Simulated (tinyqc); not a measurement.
# Energy and delay of logic against supply voltage: what changes with what

One expression serves below and above threshold: I(Vg) = Ik [ln(1 + exp((Vg - VT + dd V)/(al nf Vt)))]^al, with I_on = I(V) and I_off = I(0). Gate delay td = kd C V/I_on, clock period LD td. Per gate and cycle the switching energy is act C V^2 and the leakage energy I_off V LD td. No short-circuit current, no variation. Minima are sought above 0.09 V; below a few Vt gates no longer switch and the model has no meaning.

Parameters, values chosen for the exercise; values of the order met in logic technologies: temperature T = 300 K; threshold voltage at zero drain bias VT = 0.39 V; slope factor nf = 1.24; barrier lowering per volt of supply dd = 0.04; specific current of a gate Ik = 1.4 uA; exponent of the current law al = 1.87; load capacitance of a gate C = 0.49 fF; delay factor kd = 1.1; logic depth LD = 16; activity factor act = 0.3.

Constants: q = 1.602176634e-19 C, kB = 1.380649e-23 J/K, Vt = kB T/q. Results are converted to the units shown.

Each table varies one quantity; the others keep the values above.

## Energy and delay against supply voltage

EDP = energy times td.

Results:
```
V (V)	I_on (uA)	I_off (nA)	td (ps)	switching (aJ)	leakage (aJ)	energy (aJ)	EDP (fJ ps)
0.15	9.2859e-4	0.0087721	87068	3.3075	1.8331	5.1406	447.58
0.27	0.040278	0.010188	3613.2	10.716	0.15902	10.875	39.294
0.38	0.79213	0.011685	258.57	21.227	0.018370	21.245	5.4933
0.5	6.5216	0.013571	41.324	36.750	0.0044863	36.754	1.5188
0.73	41.955	0.018076	9.3785	78.336	0.0019800	78.338	0.73469
0.85	72.280	0.020992	6.3386	106.21	0.0018096	106.21	0.67321
0.97	110.13	0.024377	4.7472	138.31	0.0017960	138.31	0.65660
1.08	151.25	0.027958	3.8488	171.46	0.0018594	171.46	0.65992
1.2	202.93	0.032466	3.1873	211.68	0.0019868	211.68	0.67470
```

Estimate the missing row, V = 0.62 V.

Computed row:
```
V (V)	I_on (uA)	I_off (nA)	td (ps)	switching (aJ)	leakage (aJ)	energy (aJ)	EDP (fJ ps)
0.62	21.087	0.015760	15.848	56.507	0.0024776	56.509	0.89554
```

With this row back in the table: td falls from 87100 to 3.19 ps; the energy rises from 5.14 to 212 aJ and the EDP goes from 448 through a minimum of 0.657 (at V = 0.97 V among the rows listed) to 0.675 fJ ps. The exact minima lie at V = 0.133 V for the energy and 0.996 V for the EDP. Going from 1.2 V to the energy minimum saves a factor of 42.0 in energy and costs a factor of 42300 in delay.

## Optimum supplies against the logic depth

Same model as above.

V_min minimises the energy and V_EDP the product of energy and td.

Results:
```
LD	V_min (V)	energy at V_min (aJ)	leakage share (%)	clock at V_min (MHz)	V_EDP (V)	clock at V_EDP (GHz)
12	0.1114	4.329	57.85	0.3720	0.9955	18.50
20	0.1451	5.589	44.59	0.5077	0.9956	11.10
30	0.1653	6.621	39.30	0.5682	0.9956	7.401
50	0.1884	7.993	34.71	0.6249	0.9956	4.441
150	0.2341	11.28	28.59	0.7071	0.9956	1.481
```

Estimate the missing row, LD = 80.

Computed row:
```
LD	V_min (V)	energy at V_min (aJ)	leakage share (%)	clock at V_min (MHz)	V_EDP (V)	clock at V_EDP (GHz)
80	0.2084	9.339	31.64	0.6655	0.9956	2.776
```

With this row back in the table: As LD goes from 12 to 150, V_min rises from 0.111 to 0.234 V, the energy there rises from 4.33 to 11.3 aJ, the clock there rises from 0.372 to 0.707 MHz and V_EDP stays near 0.996 V. act and LD enter V_min only through the ratio act/LD.

Computed by the program tinyqc: `OMP_NUM_THREADS=1 python tinyqc.py 2082133 2082134 out.jsonl`, one thread of a shared Intel Xeon 2.30GHz, about 0.01 s for the whole run.
